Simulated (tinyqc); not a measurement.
## One-dimensional ballistic tunnel FET, two-band WKB: transfer curve and swing

A p-type source for x < 0 with its Fermi level at 0 and its valence edge at ds; in the channel the bands fall as D exp(-x/lam) towards their flat values, with the conduction edge at Ec = ds - dP and D = dP + Eg. The gate moves dP one to one. The drain Fermi level lies at -Vd and the drain side reflects nothing. For w = E - Ec between 0 and dP an electron crosses the gap. Two-band dispersion with equal masses m: inside the gap kappa = sqrt(m u (1 - u/Eg)/C), u the distance from a band edge, C = hbar^2/(2 m0).

S(w) = 2 lam int_0^Eg kappa(u) du/(w + Eg - u) = 2 pi lam sqrt(m/(C Eg)) [w + Eg/2 - sqrt(w (w + Eg))], T(w) = exp(-S). I = g (2 q^2/h) int_0^dP T(w) [f(E) - f(E + Vd)] dw, E = ds - dP + w, f(x) = 1/(1 + exp(x/Vt)). Swing = d(dP)/d(log10 I).

Values chosen for this exercise; band and dielectric values close to those of indium arsenide: temperature T = 200 K; band gap Eg = 0.352 eV; band-edge mass of the two-band model m = 0.028 m0; screening length of the source junction lam = 4.1 nm; source valence edge above the source Fermi level ds = 0.2 eV; drain bias Vd = 0.1 V; number of degenerate subbands (spin apart) g = 1.

Constants: q = 1.602176634e-19 C, kB = 1.380649e-23 J/K, hbar = 1.054571817e-34 J s, h = 6.62607015e-34 J s, m0 = 9.1093837015e-31 kg, Vt = kB T/q, hbar^2/(2 m0) = 0.0380998212 eV nm^2. Results are converted to the units shown.

Result of one run:

| T(w = dP) | I (uA) | swing (mV/decade) |
|---|---|---|
| 0.2929 | 0.4390 | 145.8 |

Which tunnelling window Ev(source) - Ec(channel) dP gave this result: 0.0094, 0.014, 0.021, 0.045 or 0.31 eV?

dP = 0.31 eV.

The whole series:

| dP (eV) | T(w = dP) | I (uA) | swing (mV/decade) |
|---|---|---|---|
| 0.0094 | 0.008813 | 4.540e-8 | 11.82 |
| 0.014 | 0.01218 | 9.797e-8 | 15.81 |
| 0.021 | 0.01762 | 2.364e-7 | 20.83 |
| 0.03 | 0.02514 | 5.736e-7 | 25.90 |
| 0.045 | 0.03873 | 1.890e-6 | 31.77 |
| 0.066 | 0.05929 | 7.747e-6 | 36.31 |
| 0.097 | 0.09129 | 5.110e-5 | 38.87 |
| 0.14 | 0.1362 | 6.289e-4 | 39.91 |
| 0.21 | 0.2059 | 0.02677 | 51.43 |
| 0.31 | 0.2929 | 0.4390 | 145.8 |

I rises from 4.54e-8 to 0.439 uA and the swing rises from 11.8 to 146 mV/decade. The thermionic limit is Vt ln 10 = 39.7 mV/decade; the swing stays under it up to dP = 0.097 eV among the rows, where I is 5.11e-5 uA, 0.012 % of the last row. Leakage below the onset is not in the model. In 3 of the 10 rows S at w = dP is below 2, where a WKB prefactor of 1 is a rough guess.

Program tinyqc, `OMP_NUM_THREADS=1 python tinyqc.py 2620130 2620131 out.jsonl`; Intel Xeon 2.30GHz, shared host, one thread, about 0.01 s.
